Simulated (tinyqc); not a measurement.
sp3s* tight binding with spin-orbit coupling: one step. Levels at Gamma. Three cases, with inputs chosen for the exercise.

Question. At k = 0 only g0 = 1 is left and H falls into 2 x 2 blocks [[E_a, V], [V, E_c]] with roots (E_a + E_c)/2 -/+ sqrt(((E_a - E_c)/2)^2 + V^2); the s* levels stay uncoupled. The direct gap runs from the highest lower root of the p blocks to the lowest upper root.

Spin-orbit coupling acts within the p shell of each atom as (D/3) L.sigma, D = Da or Dc: it puts four states at Ep + D/3 and two at Ep - 2D/3.

Give: Blocks at Gamma (eV); direct gap at Gamma.

Case 1.

Values chosen (near a published set for Ge, fitted to gaps, whose masses and valley positions are rough; spin-orbit coupling, where it is added without a refit, lifts the valence top and shrinks all gaps by about a third of the splitting; the results hold for these values, not for the real material): Esa = -5.917 eV (s level of the anion); Esc = -5.917 eV (s level of the cation); Epa = 1.615 eV (p level of the anion); Epc = 1.615 eV (p level of the cation); Vss = -6.821 eV (s-s); Vxx = 1.62 eV (px-px); Da = 0.298 eV (atomic spin-orbit splitting, anion); Dc = 0.298 eV (the same, cation).

Answer.

Blocks at Gamma (eV):
```
block               E_a      E_c        V  lower root  upper root
s (Gamma6)      -5.9170  -5.9170  -6.8210    -12.7380      0.9040
p 3/2 (Gamma8)   1.7143   1.7143   1.6200      0.0943      3.3343
p 1/2 (Gamma7)   1.4163   1.4163   1.6200     -0.2037      3.0363
```

direct gap at Gamma = 0.8097 eV

The lowest empty level at Gamma is s-like. The split-off band lies 0.2980 eV below the top, equal to the atomic value.

Case 2.

Values chosen (near a published set for SiC, fitted to gaps, whose masses and valley positions are rough; spin-orbit coupling, where it is added without a refit, lifts the valence top and shrinks all gaps by about a third of the splitting; the results hold for these values, not for the real material): Esa = -8.452 eV (s level of the anion); Esc = -4.843 eV (s level of the cation); Epa = 2.121 eV (p level of the anion); Epc = 4.35 eV (p level of the cation); Vss = -12.399 eV (s-s); Vxx = 3.046 eV (px-px); Da = 0.006 eV (atomic spin-orbit splitting, anion); Dc = 0.044 eV (the same, cation).

Answer.

Blocks at Gamma (eV):
```
block               E_a      E_c         V  lower root  upper root
s (Gamma6)      -8.4520  -4.8430  -12.3990    -19.1771      5.8821
p 3/2 (Gamma8)   2.1230   4.3647    3.0460     -0.0018      6.4895
p 1/2 (Gamma7)   2.1170   4.3207    3.0460     -0.0203      6.4580
```

direct gap at Gamma = 5.8840 eV

The lowest empty level at Gamma is s-like. The split-off band lies 0.0185 eV below the top, between Dc = 0.044 and Da = 0.006 eV, weighted by where the valence p state sits.

Case 3.

Values chosen (near a published set for Ge, fitted to gaps, whose masses and valley positions are rough; spin-orbit coupling, where it is added without a refit, lifts the valence top and shrinks all gaps by about a third of the splitting; the results hold for these values, not for the real material): Esa = -5.877 eV (s level of the anion); Esc = -5.877 eV (s level of the cation); Epa = 1.616 eV (p level of the anion); Epc = 1.616 eV (p level of the cation); Vss = -6.733 eV (s-s); Vxx = 1.592 eV (px-px); Da = 0.294 eV (atomic spin-orbit splitting, anion); Dc = 0.294 eV (the same, cation).

Answer.

Blocks at Gamma (eV):
```
block               E_a      E_c        V  lower root  upper root
s (Gamma6)      -5.8770  -5.8770  -6.7330    -12.6100      0.8560
p 3/2 (Gamma8)   1.7140   1.7140   1.5920      0.1220      3.3060
p 1/2 (Gamma7)   1.4200   1.4200   1.5920     -0.1720      3.0120
```

direct gap at Gamma = 0.7340 eV

The lowest empty level at Gamma is s-like. The split-off band lies 0.2940 eV below the top, equal to the atomic value.

Computed by tinyqc, one run a case: `OMP_NUM_THREADS=1 python tinyqc.py N N+1 out.jsonl` with N = 1480866, 1481108, 1481489; one thread of a shared Intel(R) Xeon(R) Processor @ 2.30GHz, about 0.2 s a run at most.
